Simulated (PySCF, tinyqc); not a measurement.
Worked calculation: FCI on RHF in the sto-3g basis, for H4, spin multiplicity 1. The lowest restricted solution is unstable here: a spin-polarised one lies 0.0122 hartree lower (PySCF). Computed by tinyqc, a small Python program that keeps every step (integrals from PySCF). Settings: charge = 0, multiplicity = 1, basis = sto-3g, method = RHF, energy threshold = 1e-10, iteration cap = 51, orthogonalisation = canonical, start = atomic densities, DIIS depth = 6, ci = FCI. Command: `OMP_NUM_THREADS=1 python tinyqc.py 20534 20535 out.jsonl` (the two numbers bound the seeds that draw the settings). One thread of a shared host (Intel(R) Xeon(R) Processor @ 2.60GHz), about 0.1 s of CPU time with the checks. The early iterations of the SCF are left out here.

## One-electron integrals

Geometry (angstrom):

| atom | x | y | z |
|---|---|---|---|
| H | 0.000000 | 0.000000 | 0.000000 |
| H | 0.000000 | 0.000000 | 1.642000 |
| H | 0.000000 | 1.153000 | 0.000000 |
| H | 0.000000 | 1.153000 | 1.642000 |

Basis sto-3g: exponents (1/bohr^2) and contraction coefficients of normalised primitives:

| element | l (shell) | exponent | coefficient |
|---|---|---|---|
| H | s (1) | 3.425251 | 0.154329 |
| H | s (1) | 0.623914 | 0.535328 |
| H | s (1) | 0.168855 | 0.444635 |

Overlap, kinetic and nuclear-attraction integrals over the contracted functions; the nuclear repulsion is the sum of Za Zb / Rab.

nuclear repulsion = 2.08995936 hartree

overlap S:
```
          1H 1s     2H 1s     3H 1s     4H 1s
1H 1s  1.000000  0.208691  0.411170  0.117973
2H 1s  0.208691  1.000000  0.117973  0.411170
3H 1s  0.411170  0.117973  1.000000  0.208691
4H 1s  0.117973  0.411170  0.208691  1.000000
```

kinetic energy T (hartree):
```
           1H 1s      2H 1s      3H 1s      4H 1s
1H 1s   0.760032   0.000081   0.063934  -0.010185
2H 1s   0.000081   0.760032  -0.010185   0.063934
3H 1s   0.063934  -0.010185   0.760032   0.000081
4H 1s  -0.010185   0.063934   0.000081   0.760032
```

nuclear attraction V (hartree):
```
           1H 1s      2H 1s      3H 1s      4H 1s
1H 1s  -2.263086  -0.411015  -0.861058  -0.238850
2H 1s  -0.411015  -2.263086  -0.238850  -0.861058
3H 1s  -0.861058  -0.238850  -2.263086  -0.411015
4H 1s  -0.238850  -0.861058  -0.411015  -2.263086
```

core Hamiltonian H = T + V (hartree):
```
           1H 1s      2H 1s      3H 1s      4H 1s
1H 1s  -1.503054  -0.410934  -0.797125  -0.249034
2H 1s  -0.410934  -1.503054  -0.249034  -0.797125
3H 1s  -0.797125  -0.249034  -1.503054  -0.410934
4H 1s  -0.249034  -0.797125  -0.410934  -1.503054
```

## Two-electron integrals

Functions are numbered as in S; the eight-fold symmetry (ij|kl) = (ji|kl) = (kl|ij) leaves the list below.

Two-electron integrals (ij|kl) in chemists' order, unique and non-zero (hartree):
```
(11|11) 0.774606   (21|11) 0.107538   (21|21) 0.023981   (22|11) 0.318344
(22|21) 0.107538   (22|22) 0.774606   (31|11) 0.244386   (31|21) 0.037910
(31|22) 0.122659   (31|31) 0.104190   (32|11) 0.051111   (32|21) 0.011900
(32|22) 0.055174   (32|31) 0.022637   (32|32) 0.007169   (33|11) 0.431109
(33|21) 0.074378   (33|22) 0.262877   (33|31) 0.244386   (33|32) 0.055174
(33|33) 0.774606   (41|11) 0.055174   (41|21) 0.011900   (41|22) 0.051111
(41|31) 0.022637   (41|32) 0.007039   (41|33) 0.051111   (41|41) 0.007169
(42|11) 0.122659   (42|21) 0.037910   (42|22) 0.244386   (42|31) 0.052198
(42|32) 0.022637   (42|33) 0.122659   (42|41) 0.022637   (42|42) 0.104190
(43|11) 0.074378   (43|21) 0.016731   (43|22) 0.074378   (43|31) 0.037910
(43|32) 0.011900   (43|33) 0.107538   (43|41) 0.011900   (43|42) 0.037910
(43|43) 0.023981   (44|11) 0.262877   (44|21) 0.074378   (44|22) 0.431109
(44|31) 0.122659   (44|32) 0.051111   (44|33) 0.318344   (44|41) 0.055174
(44|42) 0.244386   (44|43) 0.107538   (44|44) 0.774606
```

## Orthogonalisation

S = U s U^T; canonical form X = U s^(-1/2), so that X^T S X = 1. Each column of U has its largest component positive (the first on a tie).

eigenvalues of S: 0.498112  0.679548  1.084506  1.737835

X:
```
               1          2          3         4
1H 1s   0.708446   0.606541   0.480125  0.379285
2H 1s  -0.708446   0.606541  -0.480125  0.379285
3H 1s  -0.708446  -0.606541   0.480125  0.379285
4H 1s   0.708446  -0.606541  -0.480125  0.379285
```

## Iteration 3 (converged): orbitals

converged F (hartree):
```
           1H 1s      2H 1s      3H 1s      4H 1s
1H 1s  -0.209192  -0.153336  -0.424210  -0.124889
2H 1s  -0.153336  -0.209192  -0.124889  -0.424210
3H 1s  -0.424210  -0.124889  -0.209192  -0.153336
4H 1s  -0.124889  -0.424210  -0.153336  -0.209192
```

Diagonalise F' = X^T F X, C = X C', fill 2 alpha and 2 beta electrons from the bottom; D = 2 C_occ C_occ^T. Each column has its largest component positive (the first on a tie).

F' = X^T F X (hartree):
```
          1         2          3          4
1  0.488775  0.000000   0.000000   0.000000
2  0.000000  0.274551   0.000000   0.000000
3  0.000000  0.000000  -0.327502   0.000000
4  0.000000  0.000000   0.000000  -0.524576
```

orbital energies (hartree): MO1 -0.524576, MO2 -0.327502, MO3 0.274551, MO4 0.488775

coefficients C:
```
            MO1        MO2        MO3        MO4
1H 1s  0.379285   0.480125   0.606541   0.708446
2H 1s  0.379285  -0.480125   0.606541  -0.708446
3H 1s  0.379285   0.480125  -0.606541  -0.708446
4H 1s  0.379285  -0.480125  -0.606541   0.708446
```

D after iteration 3:
```
           1H 1s      2H 1s      3H 1s      4H 1s
1H 1s   0.748754  -0.173325   0.748754  -0.173325
2H 1s  -0.173325   0.748754  -0.173325   0.748754
3H 1s   0.748754  -0.173325   0.748754  -0.173325
4H 1s  -0.173325   0.748754  -0.173325   0.748754
```

## Convergence

Stop when the energy changes by less than 1e-10 hartree and every element of the error matrix X^T (F D S - S D F) X is below 3e-06.

Course of the cycle:

| iteration | E (hartree) | change | largest element of the error matrix |
|---|---|---|---|
| 1 | -1.39620608 | - | 2.62e-16 |
| 2 | -1.97787526 | -5.82e-01 | 1.03e-15 |
| 3 | -1.97787526 | -8.88e-16 | 6.23e-16 |

PySCF RHF in the same basis = -1.97787526 hartree

Converged in 3 iterations.

## Integrals over molecular orbitals

(pq|rs) = sum C_ip C_jq C_kr C_ls (ij|kl), one index at a time.

one-electron integrals over orbitals h = C^T H C (hartree):
```
           1          2          3          4
1  -1.703354   0.000000   0.000000   0.000000
2   0.000000  -1.512404   0.000000   0.000000
3   0.000000   0.000000  -1.277068   0.000000
4   0.000000   0.000000   0.000000  -1.092184
```

Two-electron integrals over orbitals (pq|rs), unique and non-zero (hartree):
```
(11|11) 0.447846   (21|21) 0.161218   (22|11) 0.446075   (22|22) 0.453970
(31|31) 0.115608   (32|32) 0.092281   (33|11) 0.439001   (33|22) 0.440753
(33|33) 0.447452   (41|32) 0.090073   (41|41) 0.087954   (42|31) 0.120337
(42|42) 0.129963   (43|21) 0.162921   (43|43) 0.178419   (44|11) 0.445630
(44|22) 0.453808   (44|33) 0.455617   (44|44) 0.469379
```

## FCI: determinants and Hamiltonian

Hartree-Fock energy = -1.97787526 hartree

Slater-Condon rules over spin orbitals, with the nuclear repulsion added and E(HF) subtracted on the diagonal. Only determinants linked to the reference directly or through others are kept (one block of an abelian symmetry group), so some states are absent.

Occupation strings over the orbitals (2 doubly, a alpha, b beta, 0 empty; spin orbitals ordered 1a 1b 2a 2b ...): 2200 aabb 2020 abab 2002 abba baab 0220 baba 0202 bbaa 0022

H - E(HF) between determinants (hartree):
```
           2200       aabb       2020       abab       2002       abba       baab       0220
2200   0.000000  -0.030264   0.092281  -0.090073   0.129963   0.120337   0.120337   0.115608
aabb  -0.030264   0.824072   0.090073  -0.092281  -0.120337  -0.129963  -0.115608  -0.120337
2020   0.092281   0.090073   0.527076   0.072848   0.178419  -0.162921  -0.162921   0.161218
abab  -0.090073  -0.092281   0.072848   0.918139   0.162921  -0.178419  -0.161218   0.162921
2002   0.129963  -0.120337   0.178419   0.162921   1.000594  -0.042583  -0.042583   0.000000
abba   0.120337  -0.129963  -0.162921  -0.178419  -0.042583   0.983474   0.000000  -0.042583
baab   0.120337  -0.115608  -0.162921  -0.161218  -0.042583   0.000000   0.983474  -0.042583
0220   0.115608  -0.120337   0.161218   0.162921   0.000000  -0.042583  -0.042583   0.968764
baba  -0.090073  -0.087954   0.072848   0.000000   0.162921  -0.161218  -0.178419   0.162921
0202   0.087954   0.090073   0.000000   0.072848   0.161218  -0.162921  -0.162921   0.178419
bbaa  -0.030264   0.000000   0.090073  -0.087954  -0.120337  -0.115608  -0.129963  -0.120337
0022   0.000000  -0.030264   0.087954  -0.090073   0.115608   0.120337   0.120337   0.129963

           baba       0202       bbaa       0022
2200  -0.090073   0.087954  -0.030264   0.000000
aabb  -0.087954   0.090073   0.000000  -0.030264
2020   0.072848   0.000000   0.090073   0.087954
abab   0.000000   0.072848  -0.087954  -0.090073
2002   0.162921   0.161218  -0.120337   0.115608
abba  -0.161218  -0.162921  -0.115608   0.120337
baab  -0.178419  -0.162921  -0.129963   0.120337
0220   0.162921   0.178419  -0.120337   0.129963
baba   0.918139   0.072848  -0.092281  -0.090073
0202   0.072848   1.337317   0.090073   0.092281
bbaa  -0.092281   0.090073   0.824072  -0.030264
0022  -0.090073   0.092281  -0.030264   1.711792
```

## FCI: roots

Diagonalise (each vector has its largest component positive (the first on a tie)); all determinants have Ms = 0, so triplets appear too. The lowest singlet root is the correlation energy.

lowest roots of this matrix, relative to E(HF) (hartree): -0.104574  0.292399  0.398267  0.714983  0.822427  0.914517  0.985370  0.988741

lowest vectors:
```
         root 1     root 2    root 3     root 4
2200   0.940975   0.097965  0.000000   0.267374
aabb   0.016712  -0.219138  0.408248   0.227635
2020  -0.176597   0.759710  0.000000   0.506635
abab   0.103465   0.089806  0.408248  -0.323854
2002  -0.112998  -0.345557  0.000000   0.315207
abba  -0.120177   0.129332  0.408248   0.096219
baab  -0.120177   0.129332  0.408248   0.096219
0220  -0.106117  -0.344380  0.000000   0.425340
baba   0.103465   0.089806  0.408248  -0.323854
0202  -0.074782   0.171085  0.000000  -0.152834
bbaa   0.016712  -0.219138  0.408248   0.227635
0022   0.053878  -0.018399  0.000000  -0.190503
```

<S^2> of these roots: 0.000000  0.000000  6.000000  0.000000  2.000000  2.000000  0.000000  2.000000

weight of the ground state by excitation level 0, 1, 2, ...: 0.885435  0.000000  0.111662  0.000000  0.002903

The reference has a weight of only 0.89: one determinant is a poor start here.
